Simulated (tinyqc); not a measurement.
Inside a calculation: localisation in a chain with random site energies (transfer matrices). Values are carried at full precision from step to step, so a last printed digit may differ when a step is redone from the rounded ones.

Hopping -t; leads with site energy 0, E = -2t cos(ka). psi_(j+1) = ((e_j - E)/t) psi_j - psi_(j-1), a product of matrices M_j = [[(e_j - E)/t, -1], [1, 0]]. For M = M_N ... M_1 the transmission is T = 4 sin^2(ka)/|M21 - M12 + M22 exp(ika) - M11 exp(-ika)|^2. Long samples draw e_j = W (x_j/2147483647 - 1/2) from x_j = 16807 x_(j-1) mod 2147483647, starting at x0. The localisation length xi, in sites, is defined by ln T = -2N/xi on average; weak disorder gives xi = 24 (4t^2 - E^2)/W^2, and the mean free path for backscattering is xi/2.

Parameters, chosen for this exercise: t = 0.96 eV (hopping); E = -1.49 eV (energy); e = (0.08, 0.44, -0.04, 0.35, 0.36, -0.4, 0.5, -0.48, -0.1, -0.5) eV (site energies of the short sample); W = 1.04 eV (full width of the disorder); a = 5.2 angstrom (spacing).

## The product of transfer matrices

Multiply site by site and give T for each length.

Running product:
```
j   (e_j - E)/t      M11      M12      M21      M22       T
1        1.6354   1.6354  -1.0000   1.0000   0.0000  0.9957
2        2.0104   2.2879  -2.0104   1.6354  -1.0000  0.8567
3        1.5104   1.8202  -2.0366   2.2879  -2.0104  0.8640
4        1.9167   1.2009  -1.8930   1.8202  -2.0366  0.9251
5        1.9271   0.4940  -1.6114   1.2009  -1.8930  0.9360
6        1.1354  -0.6400   0.0634   0.4940  -1.6114  0.7502
7        2.0729  -1.8207   1.7428  -0.6400   0.0634  0.7664
8        1.0521  -1.2755   1.7702  -1.8207   1.7428  0.9668
9        1.4479  -0.0261   0.8203  -1.2755   1.7702  0.9346
10       1.0312   1.2485  -0.9243  -0.0261   0.8203  0.7867
```

T is 0.7867 for the whole sample and does not fall steadily (it rises at j = 3, 4, 5, 7 and 8): reflected waves interfere. The determinant of M stays 1.

## The same sites added without interference

One site alone reflects R_j = e_j^2/(e_j^2 + 4t^2 - E^2); incoherent addition sums R/(1 - R), and T = 1/(1 + sum).

R_j: 0.0043  0.1166  0.0011  0.0771  0.0812  0.0984  0.1457  0.1358  0.0068  0.1457

sum of R/(1 - R) = 0.9235
T without interference = 0.5199

The coherent product gives 0.7867 for this sample.

## Weak-disorder lengths

Form ka, xi, xi a and the mean free path xi a/2.

ka = 0.6824 rad
xi = 32.54 sites

lengths (nm): localisation 16.919, mean free path 8.459

The formula needs xi well above one site.

## Checks

- T from the product against the Green function: both 0.78665.

Program tinyqc; command `OMP_NUM_THREADS=1 python tinyqc.py 1450994 1450995 out.jsonl`; about 0.04 s on one thread of a shared Intel(R) Xeon(R) Processor @ 2.30GHz.
